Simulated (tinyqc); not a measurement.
What each parameter does: two-band k.p model of the Delta valleys near the X point under shear strain.

Valley pair on the [001] axis, kz counted from the X point, c = hbar^2/2m0, k0 = kx0 2 pi/a. H = (c kz^2/ml + c (kx^2 + ky^2)/mt + c k0^2/ml) 1 + (2 c k0 kz/ml) sigma_z + (D exy - 2 c kx ky/Mp) sigma_x, so E = c kz^2/ml + c (kx^2 + ky^2)/mt + c k0^2/ml -/+ sqrt((2 c k0 kz/ml)^2 + (D exy - 2 c kx ky/Mp)^2). Without strain the lower band has its minima, E = 0, at kz = +/- k0. Shifts from diagonal strain are left out.

For |eta| < 1: k_min = k0 sqrt(1 - eta^2), E_min = -Delta eta^2/2, ml(eta) = ml/(1 - eta^2), 1/m[110] = 1/mt + eta/Mp, 1/m[1-10] = 1/mt - eta/Mp. For |eta| > 1 the minimum sits at X: E_min = -Delta (2 |eta| - 1)/2, ml(eta) = ml/(1 - 1/|eta|), and eta is replaced by its sign in the transverse masses. Here Delta = 2 c k0^2/ml and eta = D exy/Delta.

Constants: hbar^2/2m0 = 3.80998211 eV angstrom^2.

Inputs chosen for the exercise (near those of Si; not measured data): a = 5.423 angstrom (lattice constant); ml = 0.941 m0 (longitudinal mass); mt = 0.197 m0 (transverse mass); kx0 = 0.153 2 pi/a (distance of the minimum from X); D = 14.2 eV (shear deformation potential); Mp = 0.235 m0 (coupling mass); exy = -0.0057 (shear strain).

Delta = 2 c k0^2/ml, eta = D exy/Delta. Each row changes one parameter from the base and keeps the others.

Results:

| case | eta | E_min (meV) | ml(eta) (m0) | m[110] (m0) | m[1-10] (m0) |
|---|---|---|---|---|---|
| base | -0.3181 | -12.87 | 1.0469 | 0.2686 | 0.1555 |
| ml = 1.00687 m0 | -0.3403 | -13.77 | 1.1388 | 0.2756 | 0.1533 |
| mt = 0.18321 m0 | -0.3181 | -12.87 | 1.0469 | 0.2436 | 0.1468 |
| kx0 = 0.14229 2 pi/a | -0.3678 | -14.88 | 1.0882 | 0.2848 | 0.1506 |
| D = 13.206 eV | -0.2958 | -11.13 | 1.0312 | 0.2620 | 0.1579 |
| Mp = 0.21855 m0 | -0.3181 | -12.87 | 1.0469 | 0.2762 | 0.1531 |
| exy = -0.0061 | -0.3404 | -14.74 | 1.0643 | 0.2757 | 0.1533 |

The largest shifts from the base row, up to three for each result and ties (the steps differ in size, so this ranks the rows, not the parameters). eta: kx0 -0.0497, exy -0.0223, ml -0.0223, D +0.0223; unchanged at the printed digits by mt and Mp. E_min (meV): kx0 -2.01, exy -1.87, D +1.74; unchanged at the printed digits by mt and Mp. ml(eta) (m0): ml +0.0919, kx0 +0.0413, exy +0.0174; unchanged at the printed digits by mt and Mp. m[110] (m0): mt -0.0250, kx0 +0.0162, Mp +0.0076. m[1-10] (m0): mt -0.0087, kx0 -0.0050, Mp -0.0024.

tinyqc: `OMP_NUM_THREADS=1 python tinyqc.py 1050470 1050471 out.jsonl`; about 0.01 s, one thread, shared Intel(R) Xeon(R) Processor @ 2.30GHz.
